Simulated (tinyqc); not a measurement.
MOS inversion layer, Poisson-Schroedinger loop: one step of the calculation.

Electrons confined at an insulator interface at z = 0, treated as a hard wall; parabolic valleys, Hartree approximation, no image or exchange terms. The depletion charge lies far deeper than the electrons and gives a uniform field q Nd/(eps0 eps_r); the gate balances all charge. Energies are counted from the band edge at the interface.

Question. Closed-form estimates. Triangular well: E_k = a_k (C F^2/mz)^(1/3), a_1 = 2.338107, a_2 = 4.087949, C = hbar^2/(2 m0), F in eV/nm. Fang-Howard (all electrons in the lowest level of set A): b^3 = 6 (mz1/C) q (Nd + 11 Ns/32)/(eps0 eps_r), centroid 3/b, level C b^2/(4 mz1) + (3/b) q (Nd + 11 Ns/16)/(eps0 eps_r). Use F = q (Nd + Ns)/(eps0 eps_r), the surface field, and F = q (Nd + Ns/2)/(eps0 eps_r).

Inputs (values chosen for the exercise); masses and permittivity close to those of silicon (100): relative permittivity eps_r = 11.7; mass along z of valley set A (2 valley(s)) mz1 = 0.901 m0; sheet density of electrons Ns = 9e12 cm^-2; sheet density of depletion charge Nd = 2.3e11 cm^-2.

Constants: q = 1.602176634e-19 C, hbar = 1.054571817e-34 J s, m0 = 9.1093837015e-31 kg, eps0 = 8.8541878128e-14 F/cm where lengths are in cm, hbar^2/(2 m0) = 0.0380998212 eV nm^2. Results are converted to the units shown.

Find: A1 with the surface field; A1 with Nd + Ns/2; A2 with Nd + Ns/2; b; Fang-Howard centroid; Fang-Howard level.

Answer.

A1 with the surface field = 0.2225 eV
A1 with Nd + Ns/2 = 0.1425 eV
A2 with Nd + Ns/2 = 0.2491 eV
b = 1.939 1/nm
Fang-Howard centroid = 1.547 nm
Fang-Howard level = 0.1933 eV

tinyqc, about 1 s, one thread, Intel Xeon 2.30GHz (shared host): `OMP_NUM_THREADS=1 python tinyqc.py 2160027 2160028 out.jsonl`
